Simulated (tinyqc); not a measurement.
Schottky diode by thermionic emission with image-force lowering and series resistance: two steps of the calculation.

Metal on an n-type semiconductor with one parabolic valley; V > 0 is forward bias (metal positive). I = I0 [exp(Vj/(n Vt)) - 1] with Vj = V - I Rs; I0 = S A* T^2 exp(-(phi - dphi)/Vt), the lowering dphi taken at zero bias.

Values chosen for this exercise; band and dielectric values close to those of silicon:
- T = 200 K (temperature)
- me = 0.256 m0 (electron mass)
- eps_r = 11.7 (relative permittivity)
- phi = 0.8 eV (barrier height seen from the metal)
- Nd = 1.8e16 cm^-3 (donor density)
- S = 0.0046 cm^2 (area)
- n = 1.23 (ideality factor)
- Rs = 3.1 ohm (series resistance)

Constants: q = 1.602176634e-19 C, kB = 1.380649e-23 J/K, h = 6.62607015e-34 J s, m0 = 9.1093837015e-31 kg, Vt = kB T/q, eps0 = 8.8541878128e-14 F/cm where lengths are in cm. Results are converted to the units shown.

Question 1. Saturation current. A* = 4 pi q me m0 kB^2/h^3 (times 1e-4 for A/(cm^2 K^2)); Nc = 2 (2 pi me m0 kB T/h^2)^1.5 (times 1e-6 for cm^-3); xi = Vt ln(Nc/Nd), Vbi = phi - xi; surface field Em = sqrt(2 q Nd (Vbi - V - Vt)/(eps0 eps_r)); dphi = sqrt(q Em/(4 pi eps0 eps_r)). Here V = 0 in Em.

Wanted: A*; Nc; Vbi; Em; dphi; I0.

Answer 1.

A* = 30.76 A/(cm^2 K^2)
Nc = 1.769e18 cm^-3
Vbi = 0.7209 V
Em = 62.59 kV/cm
dphi = 27.76 meV
I0 = 1.964e-16 A

The lowering raises I0 by a factor of 5.01.

Question 2. Current and small-signal resistance. I = I0 [exp(Vj/(n Vt)) - 1], dV/dI = Rs + n Vt/(I + I0).

I0 = 1.9640819e-16 A
converged Vj = 0.70773854 V

Find: I; drop over Rs; dV/dI.

Answer 2.

I = 62.020 mA
drop over Rs = 0.19226 V
dV/dI = 3.4418 ohm

Range of the model: One isotropic valley is assumed; bands with several valleys have a larger Richardson constant and Nc.

Program tinyqc, `OMP_NUM_THREADS=1 python tinyqc.py 2640080 2640081 out.jsonl`; Intel Xeon 2.30GHz, shared host, one thread, about 0.01 s.
